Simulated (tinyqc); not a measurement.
Worked calculation: CID on RHF in the 6-31g basis, for H-, spin multiplicity 1. The basis has no diffuse functions, so it cannot describe the extra electron: this is an exercise in the method, not the real anion. Computed by tinyqc, a small Python program that keeps every step (integrals from PySCF). Settings: charge = -1, multiplicity = 1, basis = 6-31g, method = RHF, energy threshold = 1e-10, iteration cap = 67, orthogonalisation = canonical, start = Wolfsberg-Helmholz matrix, DIIS depth = 6, ci = CID, davidson = 1. Command: `OMP_NUM_THREADS=1 python tinyqc.py 21824 21825 out.jsonl` (the two numbers bound the seeds that draw the settings). One thread of a shared host (Intel(R) Xeon(R) Processor @ 2.60GHz), about 0.2 s of CPU time with the checks. The early iterations of the SCF are left out here.

## One-electron integrals

Geometry (angstrom):
```
atom         x         y         z
H     0.000000  0.000000  0.000000
```

Basis 6-31g: exponents (1/bohr^2) and contraction coefficients of normalised primitives:
```
element  l (shell)   exponent  coefficient
H            s (1)  18.731137     0.033495
H            s (1)   2.825394     0.234727
H            s (1)   0.640122     0.813757
H            s (2)   0.161278     1.000000
```

Overlap, kinetic and nuclear-attraction integrals over the contracted functions; the nuclear repulsion is the sum of Za Zb / Rab.

nuclear repulsion = 0 hartree

overlap S, order 1H 1s, 1H 2s:
```
[[1.000000, 0.658292],
 [0.658292, 1.000000]]
```

kinetic energy T (hartree), order 1H 1s, 1H 2s:
```
[[1.395678, 0.259735],
 [0.259735, 0.241917]]
```

nuclear attraction V (hartree), order 1H 1s, 1H 2s:
```
[[-1.653231, -0.742311],
 [-0.742311, -0.640851]]
```

core Hamiltonian H = T + V (hartree), order 1H 1s, 1H 2s:
```
[[-0.257552, -0.482576],
 [-0.482576, -0.398935]]
```

## Two-electron integrals

Functions are numbered as in S; the eight-fold symmetry (ij|kl) = (ji|kl) = (kl|ij) leaves the list below.

Two-electron integrals (ij|kl) in chemists' order, unique and non-zero (hartree):
```
(11|11) 1.076566   (21|11) 0.578470   (21|21) 0.329423   (22|11) 0.587396
(22|21) 0.361304   (22|22) 0.453150
```

## Orthogonalisation

S = U s U^T; canonical form X = U s^(-1/2), so that X^T S X = 1. Each column of U has its largest component positive (the first on a tie).

eigenvalues of S: [0.341708, 1.658292]

X, order 1H 1s, 1H 2s:
```
[[1.209644, 0.549104],
 [-1.209644, 0.549104]]
```

## Starting guess

The start is the generalised Wolfsberg-Helmholz matrix (K = 1.75) built on H; D = 2 C_occ C_occ^T.

D at the start, order 1H 1s, 1H 2s:
```
[[0.246576, 0.514955],
 [0.514955, 1.075442]]
```

## Iteration 9 (converged): orbitals

converged F (hartree), order 1H 1s, 1H 2s:
```
[[0.609643, -0.123666],
 [-0.123666, 0.101393]]
```

Diagonalise F' = X^T F X, C = X C', fill 1 alpha and 1 beta electrons from the bottom; D = 2 C_occ C_occ^T. Each column has its largest component positive (the first on a tie).

F' = X^T F X (hartree):
```
[[1.402321, 0.337590],
 [0.337590, 0.139814]]
```

orbital energies (hartree): [0.055212, 1.486923]

coefficients C, order 1H 1s, 1H 2s:
```
[[0.238585, 1.306840],
 [0.826681, -1.039880]]
```

D after iteration 9, order 1H 1s, 1H 2s:
```
[[0.113846, 0.394468],
 [0.394468, 1.366804]]
```

## Convergence

Stop when the energy changes by less than 1e-10 hartree and every element of the error matrix X^T (F D S - S D F) X is below 3e-06.

Course of the cycle:
```
iteration  E (hartree)     change  largest element of the error matrix
1          -0.40337643          -                             2.20e-01
2          -0.42217033  -1.88e-02                             2.61e-02
3          -0.42244191  -2.72e-04                             2.24e-04
4          -0.42244193  -1.63e-08                             9.86e-05
5          -0.42244193  -2.29e-09                             6.32e-05
6          -0.42244193  -7.32e-10                             4.66e-05
7          -0.42244193  -3.24e-10                             3.69e-05
8          -0.42244193  -5.45e-10                             1.02e-07
9          -0.42244193  -4.33e-15                             3.15e-10
```

PySCF RHF in the same basis = -0.42244193 hartree

Converged in 9 iterations.

## Populations

Mulliken: Z minus the diagonal of D S on the atom; Loewdin: the same with S^(1/2) D S^(1/2).

Charges (e):
```
atom   Mulliken    Loewdin
1H    -1.000000  -1.000000
```

## Integrals over molecular orbitals

(pq|rs) = sum C_ip C_jq C_kr C_ls (ij|kl), one index at a time.

one-electron integrals over orbitals h = C^T H C (hartree):
```
[[-0.477654, -0.138978],
 [-0.138978, 0.440356]]
```

Two-electron integrals over orbitals (pq|rs), unique and non-zero (hartree):
```
(11|11) 0.532867   (21|11) 0.138978   (21|21) 0.136050   (22|11) 0.591309
(22|21) 0.243852   (22|22) 0.778941
```

## CID: determinants and Hamiltonian

Hartree-Fock energy = -0.42244193 hartree

Slater-Condon rules over spin orbitals, with the nuclear repulsion added and E(HF) subtracted on the diagonal.

Occupation strings over the orbitals (2 doubly, a alpha, b beta, 0 empty; spin orbitals ordered 1a 1b 2a 2b ...): 20 02

H - E(HF) between determinants (hartree), order 20, 02:
```
[[0.000000, 0.136050],
 [0.136050, 2.082095]]
```

## CID: roots

Diagonalise (each vector has its largest component positive (the first on a tie)); all determinants have Ms = 0, so triplets appear too. The lowest singlet root is the correlation energy.

lowest roots of this matrix, relative to E(HF) (hartree): [-0.008852, 2.090947]

lowest vectors, order 20, 02:
```
[[0.997890, 0.064929],
 [-0.064929, 0.997890]]
```

<S^2> of these roots: [0.000000, 0.000000]

weight of the ground state by excitation level 0, 1, 2, ...: [0.995784, 0.000000, 0.004216]
